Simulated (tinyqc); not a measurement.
Double-gate transistor below threshold, two-dimensional Poisson equation on a small mesh: effect of the relative permittivity of the insulator.

Half of a symmetric double-gate structure: row 0 is the mid-plane of the body, where the normal field vanishes. Mobile charge is neglected (subthreshold), the body is fully depleted, and potentials are counted from the intrinsic level; rows run upward to the gate, columns from source to drain.

Mesh: rows i = 0..12 in the semiconductor (step hs = tb/12, row 12 on the interface), then 8 step(s) ho = tox/8 up to the gate row 20; columns j = 0..80 (step hy = L/80). Box integration, divided by eps0: up_i = eps hy/h of the interval above row i, dn_i = that of the interval below (0 for row 0), lat_i = (sum of eps h/2 over the intervals above and below)/hy, s_i = -q Na w_i hy/eps0 with w_i the semiconductor height of the box (hs/2 for row 0 and the interface row, hs between, 0 in the insulator). Each free node obeys (up + dn + 2 lat) psi = up psi(above) + dn psi(below) + lat [psi(left) + psi(right)] + s. Fixed values: gate row Vg - Vfb; column 0 at Vbi and the last column at Vbi + Vd in the semiconductor, each running linearly to Vg - Vfb across the insulator. The system is solved directly. On row 0 the minimum of psi and its place come from a parabola through the three lowest nodes; barrier = Vbi - minimum, swing = Vt ln 10/(d psi/dVg), DIBL = (d psi/dVd)/(d psi/dVg) there. Lambda = pi/k with k the smallest positive root of tan(k tox) tan(k tb) = eox/eps_r.

Inputs (values chosen for the exercise); semiconductor permittivity made up:
- T = 300 K (temperature)
- eps_r = 18.3 (relative permittivity of the semiconductor)
- tb = 3 nm (half the body thickness)
- tox = 6.2 nm (insulator thickness)
- L = 21 nm (channel length)
- Na = 0 cm^-3 (acceptor density of the depleted body)
- Vbi = 0.49 V (potential of the source)
- Vfb = 0 V (gate offset)
- Vg = 0.05 V (gate voltage)
- Vd = 0.3 V (drain voltage)

Constants: q = 1.602176634e-19 C, kB = 1.380649e-23 J/K, Vt = kB T/q, eps0 = 8.8541878128e-14 F/cm where lengths are in cm. Results are converted to the units shown.

Result of one run:
```
L/Lambda  barrier (V)  place y/L  swing (mV/decade)  DIBL (mV/V)
1.169          0.2536     0.4252              90.23        185.3
```

Which relative permittivity of the insulator eox gave this result: 3.9, 8.8, 13 or 20?

eox = 20.

The whole series:
```
eox  L/Lambda  barrier (V)  place y/L  swing (mV/decade)  DIBL (mV/V)
3.9    0.6585      0.08272     0.3353              185.2        609.0
5.9    0.7799       0.1291     0.3725              141.7        442.2
8.8    0.9061       0.1746     0.3967              116.7        326.0
13      1.033       0.2155     0.4129              101.2        245.8
20      1.169       0.2536     0.4252              90.23        185.3
30      1.286       0.2816     0.4332              83.66        147.4
```

As eox goes from 3.9 to 30, the barrier rises from 0.0827 to 0.282 V, the swing falls from 185 to 83.7 mV a decade and DIBL falls from 609 to 147 mV/V; the ideal swing is 59.5. L/Lambda goes from 0.66 to 1.3. For eox = 3.9 to 5.9 the barrier is under 6 Vt, so mobile charge, neglected here, begins to count.

Program tinyqc, `OMP_NUM_THREADS=1 python tinyqc.py 2480010 2480011 out.jsonl`; Intel Xeon 2.30GHz, shared host, one thread, about 0.09 s.
